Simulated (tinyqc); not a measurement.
Permittivity and interface capacitance from two thicknesses.

Inverse problem. 1/C = t/(eps0 ek) + 2/ci for planar capacitors that differ only in thickness. Find ek, ci and the EOT of the interfaces, 2 x 3.9 eps0/ci.

Constants: eps0 = 8.8541878128e-14 F/cm where lengths are in cm. Results are converted to the units shown.

C at t = 5.4 and 16 nm (uF/cm^2): 4.2109652  1.4291749

Solution. 1/C is a straight line in t: the slope gives ek and the intercept 2/ci. A single thickness would give only the effective permittivity; when the interfaces are a small part of 1/C, ci needs very accurate data.

ek = 25.9
ci = 1.00e3 uF/cm^2
EOT of the interfaces = 0.00691 nm

Numbers from tinyqc (`OMP_NUM_THREADS=1 python tinyqc.py 2102092 2102093 out.jsonl`; about 0.01 s on one thread of a shared Intel Xeon 2.30GHz).
